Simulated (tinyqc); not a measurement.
What the shift does to the intrinsic density: temperature and isotope dependence of a band gap in oscillator models.

E(T) = E0 - sum_i sl_i th_i n_i(T), n = 1/(exp(th/T) - 1). The same coupling lowers the gap at 0 K by the zero-point term ZP = sum_i sl_i th_i/2, so the gap of the static lattice is E0 + ZP. Thermal expansion is taken as part of the slopes.

Constants: kB = 8.617333262e-05 eV/K; hbar^2/2m0 = 3.80998211 eV angstrom^2.

Inputs chosen for the exercise (near those of InAs; shifted at random, so the results belong to these values and not to a real crystal):
- E0 = 0.419 eV (gap at 0 K)
- th = (51, 217) K (temperatures of two oscillators)
- sl = (0.0911, 0.1849) meV/K (their high-temperature slopes)
- mm = 0.1 m0 (geometric mean of the density-of-states masses)

ni = 2 (mm kT/(4 pi c))^(3/2) exp(-E/2kT), c = hbar^2/2m0, with E(T) and with E0; 1 angstrom^-3 = 1e24 cm^-3. Apparent gap from an Arrhenius plot of ni/T^(3/2): E(T) - T dE/dT, dE/dT = -sum sl_i (th_i/T)^2 n_i (1 + n_i).

Results:
```
T (K)  E(T) (eV)  ni (cm^-3)  ni with E(T) / ni with E0  apparent gap (eV)
200       0.3825    6.54e+12                      2.881             0.4342
300       0.3561    8.10e+14                      3.374             0.4365
350       0.3427    3.41e+15                      3.545             0.4372
400       0.3291    1.03e+16                      3.683             0.4377
500       0.3019    5.14e+16                      3.892             0.4384
700       0.2471    3.65e+17                      4.157             0.4393
```

Give the missing row, T (K) = 250.

Computed row:
```
T (K)  E(T) (eV)  ni (cm^-3)  ni with E(T) / ni with E0  apparent gap (eV)
250       0.3694    1.14e+14                      3.159             0.4356
```

Using E0 in place of E(T) understates ni by a factor that rises from 2.88 to 4.16, towards exp(sum sl/2kB) = 5.0. The slope of an Arrhenius plot returns neither E(T) nor E0 but the intercept of the tangent, 0.4365 eV at 300 K, which lies 17 meV above E0 and tends to the static gap 0.4414 eV.

Run: tinyqc, `OMP_NUM_THREADS=1 python tinyqc.py 1880076 1880077 out.jsonl`; Intel(R) Xeon(R) Processor @ 2.30GHz, one thread, shared host; about 0.01 s of CPU time with all checks.
